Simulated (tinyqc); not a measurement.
A spin-degenerate level with charging energy between two leads, rate equations: relaxation from the empty dot.

States 0, up, down and 2 with energies 0, e1 - Ez/2, e1 + Ez/2 and 2 e1 + U. mu_L = +V/2, mu_R = -V/2 (meV), f(x) = 1/(1 + exp(x/kB T)). A transition that adds one electron of given spin at the energy E has the rate G f(E - mu) from each lead, and its reverse G [1 - f(E - mu)]. I counts electrons leaving the left lead, times q.

Explicit Euler step: p(new) = p + dt W p.

Stop when no probability changes by more than 1e-8 in a step, or after 60 steps.

Values chosen for this exercise:
```
symbol,value,unit,meaning
dt,3.7,ns,time step
```

W (1/ns):
```
	0	up	down	2
0	-0.141648	0.240004	0.240349	0.000000
up	0.070996	-0.240004	0.000000	0.311000
down	0.070651	0.000000	-0.240349	0.311000
2	0.000000	0.000000	0.000000	-0.622000
```

p at the start: 0 1, up 0, down 0, 2 0

Course of the iteration:
```
step	p(0)	p(up)	p(down)	p(2) / 1e-3	largest change
1	0.475904	0.262687	0.261410	0.00000	0.524
2	0.692223	0.154431	0.153347	0.00000	0.216
3	0.602937	0.199132	0.197931	0.00000	0.0893
4	0.639790	0.180684	0.179527	0.00000	0.0369
5	0.624579	0.188298	0.187123	0.00000	0.0152
6	0.630857	0.185155	0.183987	0.00000	6.28e-3
7	0.628266	0.186453	0.185281	0.00000	2.59e-3
8	0.629335	0.185917	0.184747	0.00000	1.07e-3
...	...	...	...	...	...
53	0.628774	0.186323	0.185152	-0.24897	4.40e-4
54	0.629347	0.185750	0.184579	0.32402	5.73e-4
55	0.628601	0.186495	0.185325	-0.42167	7.46e-4
56	0.629572	0.185525	0.184355	0.54877	9.70e-4
57	0.628309	0.186788	0.185618	-0.71416	1.26e-3
58	0.629952	0.185144	0.183974	0.92941	1.64e-3
59	0.627813	0.187283	0.186113	-1.20954	2.14e-3
60	0.630597	0.184500	0.183329	1.57409	2.78e-3
```

Did this iteration meet its convergence test, and what does its course show?

No. The change grows and flips sign each step, and probabilities leave the range 0 to 1. The largest decay rate of W is 0.622 1/ns, so a step multiplies that mode by 1 - dt times the rate = -1.30, beyond -1; stability needs dt below 3.22 ns. In reruns, dt = 1.6 ns settles in 21 steps; implicit steps, p(new) = (1 - dt W)^(-1) p, at the original dt = 3.7 ns settle in 21 steps.

Range of the model: Rate equations need hbar G well below kB T; cotunnelling and the Kondo effect are left out.

Numbers from tinyqc (`OMP_NUM_THREADS=1 python tinyqc.py 2780118 2780119 out.jsonl`; about 0.01 s on one thread of a shared Intel Xeon 2.30GHz).
